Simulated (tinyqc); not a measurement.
What moves the results: quaternary alloy A(x)B(1-x)C(y)D(1-y) matched to a substrate. A value that a table varies takes the place of the one given here.

Q(x,y) = x y Q_AC + x (1 - y) Q_AD + (1 - x) y Q_BC + (1 - x)(1 - y) Q_BD for the lattice constant. Gap, rule 1: Q(x,y) - x (1 - x)[y C_ABC + (1 - y) C_ABD] - y (1 - y)[x C_ACD + (1 - x) C_BCD]. Rule 2 (mean of ternaries): {x (1 - x)[y T_ABC(x) + (1 - y) T_ABD(x)] + y (1 - y)[x T_ACD(y) + (1 - x) T_BCD(y)]}/{x (1 - x) + y (1 - y)}, T_ABC(x) = x E_AC + (1 - x) E_BC - C_ABC x (1 - x), T_ACD(y) = y E_AC + (1 - y) E_AD - C_ACD y (1 - y), and alike. Only the Gamma valley is followed.

Matching a(x,y) = a_s gives x = (a_s - y a_BC - (1 - y) a_BD)/(y (a_AC - a_BC) + (1 - y)(a_AD - a_BD)).
Constants: hc = 1239.841984 eV nm.

Parameters, chosen for this exercise (AC, AD, BC, BD near GaAs, GaSb, InAs and InSb; substrate near InP; not measured data):

| symbol | value | unit | meaning |
|---|---|---|---|
| a | (5.646, 6.087, 6.056, 6.488) | angstrom | lattice constants of AC, AD, BC, BD |
| Eg | (1.499, 0.802, 0.419, 0.232) | eV | gaps at Gamma of AC, AD, BC, BD |
| Cb | (0.428, 0.426, 1.247, 0.629) | eV | bowing of ABC, ABD, ACD, BCD |
| a_s | 5.866 | angstrom | substrate |
| y | 0.67 |  | fraction of C |

## Along the matched line

x follows from y.

Results:

| y | x | bilinear (eV) | rule 1 (eV) | rule 2 (eV) | wavelength 1 (nm) | wavelength 2 (nm) |
|---|---|---|---|---|---|---|
| 0.52 | 0.9795 | 1.1473 | 0.8306 | 0.8615 | 1493 | 1439 |
| 0.58 | 0.9144 | 1.1321 | 0.8078 | 0.9039 | 1535 | 1372 |
| 0.64 | 0.8494 | 1.1131 | 0.7926 | 0.9226 | 1564 | 1344 |
| 0.70 | 0.7847 | 1.0903 | 0.7842 | 0.9285 | 1581 | 1335 |
| 0.76 | 0.7201 | 1.0637 | 0.7816 | 0.9254 | 1586 | 1340 |
| 0.81 | 0.6664 | 1.0386 | 0.7833 | 0.9169 | 1583 | 1352 |
| 0.87 | 0.6021 | 1.0050 | 0.7893 | 0.8991 | 1571 | 1379 |
| 0.93 | 0.5380 | 0.9677 | 0.7988 | 0.8705 | 1552 | 1424 |
| 0.99 | 0.4741 | 0.9267 | 0.8109 | 0.8237 | 1529 | 1505 |

How do the results move?

The matched alloys span 0.782 to 0.831 eV by rule 1, with the lowest value inside the range, at y = 0.76. Along the line dx/dy is -1.085 between the first two rows and -1.066 between the last two. In energy the two rules differ most at y = 0.70, by 144 meV (246 nm there), which measures how far the ternary data leave the interior open. Miscibility gaps are not considered.

## What each parameter does

x is matched anew each time. Each row changes one parameter from the base and keeps the others.

Results:

| case | x | rule 1 (eV) | rule 2 (eV) |
|---|---|---|---|
| base | 0.8170 | 0.7876 | 0.9268 |
| y = 0.68 | 0.8062 | 0.7863 | 0.9276 |
| a_s = 5.862 angstrom | 0.8269 | 0.7979 | 0.9341 |
| Cb = (0.514, 0.511, 1.496, 0.755) eV | 0.8170 | 0.7247 | 0.8918 |
| Eg = (1.549, 0.802, 0.419, 0.232) eV | 0.8170 | 0.8150 | 0.9542 |
| a = (5.656, 6.087, 6.056, 6.488) angstrom | 0.8307 | 0.8020 | 0.9369 |

How do the results move?

The largest shifts from the base row, up to three for each result and ties (the steps differ in size, so this ranks the rows, not the parameters). x: a +0.0137, y -0.0108, a_s +0.0098; unchanged at the printed digits by Cb and Eg. rule 1 (eV): Cb -0.0629, Eg +0.0274, a +0.0144. rule 2 (eV): Cb -0.0350, Eg +0.0274, a +0.0101.

Program tinyqc; command `OMP_NUM_THREADS=1 python tinyqc.py 1051226 1051227 out.jsonl`; about 0.01 s on one thread of a shared Intel(R) Xeon(R) Processor @ 2.30GHz.
